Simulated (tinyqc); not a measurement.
Crystal pulling from the melt: segregation, interface stability, heat balance and point-defect regime: one step, computed by the program tinyqc. Command: `OMP_NUM_THREADS=1 python tinyqc.py 3028210 3028211 out.jsonl pull walk`. One thread of a shared host (Intel(R) Xeon(R) Processor @ 2.30GHz), about 0.01 s of CPU time with the checks.

A dilute solute; steady pulling with a flat interface unless it is found unstable.

Task: Constitutional supercooling. Liquidus slope per concentration (van 't Hoff): |m| = k_B T_m^2 (1 - k0)/L. Solute gradient at the interface: G_C = (V/D) C_s (1 - k0)/k0. Constitutional supercooling sets in when |m| G_C > G_L. Critical C_s from the equality.

Inputs (values chosen for the exercise, modelled on carbon in silicon):

| quantity | value | unit |
|---|---|---|
| equilibrium coefficient k0 | 0.071 | - |
| diffusivity in the melt D | 0.00016 | cm^2/s |
| pull rate V | 0.54 | mm/min |
| gradient in the melt G_L | 10 | K/cm |
| latent heat per volume L | 4150 | J/cm^3 |
| melting point T_m | 1685 | K |

C_s = 2.370607e+17 1/cm^3

Constants: k_B = 1.380649e-23 J/K.

Give: |m|; |m| G_C; critical C_s; ratio |m| G_C/G_L.

Result:

|m| = 8.775e-21 K cm^3

|m| G_C = 0.1531 K/cm

critical C_s = 1.548e+19 1/cm^3

ratio |m| G_C/G_L = 0.01531

The interface is stable by this test, with a margin of 65. Caution: carbon reaches its solubility in silicon, below 1e18 /cm^3, and precipitates as SiC before such limits matter.
